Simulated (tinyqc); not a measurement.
From results back to parameters: two-band k.p model of the Delta valleys near the X point under shear strain. Three cases, with inputs chosen for the exercise.

Problem. Under a shear strain exy (|eta| < 1) the valley on the [001] axis has ml(eta) = ml/(1 - eta^2), 1/m[110] = 1/mt + eta/Mp and 1/m[1-10] = 1/mt - eta/Mp with Mp > 0, eta = D exy/Delta, Delta = 2 c k0^2/ml, k0 = kx0 2 pi/a, c = hbar^2/2m0.

Constants: hbar^2/2m0 = 3.80998211 eV angstrom^2.

Case 1.

Values chosen (near those of Si; not measured data): a = 5.433 angstrom (lattice constant); ml = 0.926 m0 (longitudinal mass); kx0 = 0.143 2 pi/a (distance of the minimum from X); exy = 0.006 (shear strain).

m[110], m[1-10], ml(eta) (m0): 0.15600368  0.27855969  1.04804299

Case 2.

Values chosen (near those of Si; not measured data): a = 5.426 angstrom (lattice constant); ml = 0.936 m0 (longitudinal mass); kx0 = 0.147 2 pi/a (distance of the minimum from X); exy = -0.0024 (shear strain).

m[110], m[1-10], ml(eta) (m0): 0.21953537  0.17539750  0.95240590

Case 3.

Values chosen (near those of Si; not measured data): a = 5.429 angstrom (lattice constant); ml = 0.933 m0 (longitudinal mass); kx0 = 0.157 2 pi/a (distance of the minimum from X); exy = 0.0029 (shear strain).

m[110], m[1-10], ml(eta) (m0): 0.17496893  0.22277762  0.95278887

Find: mt; eta; Mp; D.

Solution. The mean of the two inverse transverse masses is 1/mt; eta^2 = 1 - ml/ml(eta), with the sign of 1/m[110] - 1/m[1-10] = 2 eta/Mp, which then gives Mp; D = eta Delta/exy.

Case 1.

mt = 0.200 m0
eta = 0.3412
Mp = 0.242 m0
D = 12.8 eV

Case 2.

mt = 0.195 m0
eta = -0.1312
Mp = 0.229 m0
D = 12.9 eV

Case 3.

mt = 0.196 m0
eta = 0.1441
Mp = 0.235 m0
D = 13.4 eV

Computed by tinyqc, one run a case: `OMP_NUM_THREADS=1 python tinyqc.py N N+1 out.jsonl` with N = 1081035, 1081075, 1081106; one thread of a shared Intel(R) Xeon(R) Processor @ 2.30GHz, about 0.01 s a run at most.
